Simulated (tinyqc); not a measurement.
Sharpness of the interface: valley splitting of a silicon quantum well in envelope theory.

The well lies at 0 < z < L; U(z) = V0 [1/(1 + exp(z/w)) + 1/(1 + exp((L - z)/w))] - e F z, 1 mV/nm = 1e-4 eV/angstrom. The envelope psi solves -(c/ml) psi'' + U psi = E psi, c = hbar^2/2m0, by three-point differences on a grid of 0.1 angstrom from -40 to L + 40 angstrom. The two valleys at +/- k0 couple through D = C0 times the integral of exp(-i q z) U(z) psi^2, q = 2 k0 (2 pi/a), and split by Ev = 2|D|.

Random alloy: with Y(z) = Yw + (Yb - Yw) B(z), B the bracket in U, and in-plane density exp(-r^2/ad^2)/(pi ad^2), D gains a random complex part of variance sigma^2 = (C0^2/pi)(a^2 V0/(8 ad (Yb - Yw)))^2 (4/a) times the integral of psi^4 Y (1 - Y). Alone it gives a mean splitting sqrt(pi) sigma; together with the smooth part the rms splitting is 2 sqrt(|D|^2 + sigma^2).

Constants: hbar^2/2m0 = 3.80998211 eV angstrom^2.

Values chosen for the exercise (near those of a strained Si well in SiGe; the results hold for these values, not for the real material):
```
symbol  value                                unit      meaning
L       56                                   angstrom  well width
V0      0.14                                 eV        conduction offset
ml      0.902                                m0        mass along z
F       14.5                                 mV/nm     field pressing towards the upper interface
k0      0.833                                2 pi/a    valley position
a       5.431                                angstrom  lattice constant
C0      0.275                                          Bloch overlap factor
Yb      0.21                                           Ge share of the barrier
Yw      0                                              Ge share of the well
ad      190                                  angstrom  dot radius
ws      (0.4, 0.6, 1.1, 1.2, 1.9, 3.1, 4.2)  angstrom  interface widths
```

The smooth part 2|D| and the disorder part against w, beside y/sinh(y) with y = pi q w. The 12 to 88 % width of the step is 4w.

Results:
```
w (angstrom),4w (angstrom),2|D| (micro-eV),y/sinh(y),sqrt(pi) sigma (micro-eV)
0.4,1.6,181.12,0.43,18.0
0.6,2.4,81.35,0.19,19.0
1.1,4.4,7.62,0.017,22.1
1.2,4.8,4.61,0.010,22.8
1.9,7.6,0.12,0.00023,28.4
3.1,12.4,0.00,2.6e-07,38.2
4.2,16.8,0.00,4.6e-10,47.3
```

The smooth part needs a Fourier component of U psi^2 at a wavelength of 3.26 angstrom; from the first row to the third it falls by a factor 23.8, while y/sinh(y) falls by 25.4 (the envelope near the step and the phase between the two interfaces change too). The disorder part goes from 18.0 to 47.3 micro-eV, growing as the electron overlaps more alloy. It takes over between w = 0.6 and 1.1 angstrom, that is a step 2.4 to 4.4 angstrom wide, with 1.36 angstrom to an atomic layer.

Computed by tinyqc, a small Python program: `OMP_NUM_THREADS=1 python tinyqc.py 1281107 1281108 out.jsonl` (the numbers bound the seed that draws the inputs); one thread of a shared host (Intel(R) Xeon(R) Processor @ 2.30GHz), about 0.1 s for the whole set of steps.
